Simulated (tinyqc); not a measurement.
Inside a calculation. Method: Hubbard ring of 4 sites. One step of it, computed by the program tinyqc.

Task: Mean-field iteration 1. H(up) = T + U n(down), H(down) = T + U n(up); fill the lowest levels; n(new) = n + mixing (n(out) - n); E = tr T (rho up + rho down) + U sum n_up n_down of the output.

one-body matrix (hopping and site energies) (eV), order 1, 2, 3, 4:
```
[[-0.400000, -1.900000, 0.000000, -1.900000],
 [-1.900000, 0.290000, -1.900000, 0.000000],
 [0.000000, -1.900000, 0.380000, -1.900000],
 [-1.900000, 0.000000, -1.900000, 0.920000]]
```

U = 7.800000 eV

electrons, up and down: [2, 2]

mixing = 1

n(up) at the start (a guess, not normalised): [0.500000, 0.500000, 0.500000, 0.500000]

n(down) at the start (a guess): [0.500000, 0.500000, 0.500000, 0.500000]

Give: levels, up; levels, down; energy; n(up) after iteration 1; n(down) after iteration 1.

Result:

levels, up (eV): [0.3509, 3.8947, 4.5025, 8.0419]

levels, down (eV): [0.3509, 3.8947, 4.5025, 8.0419]

energy = 2.9416 eV

n(up) after iteration 1: [0.8122, 0.2748, 0.7178, 0.1952]

n(down) after iteration 1: [0.8122, 0.2748, 0.7178, 0.1952]
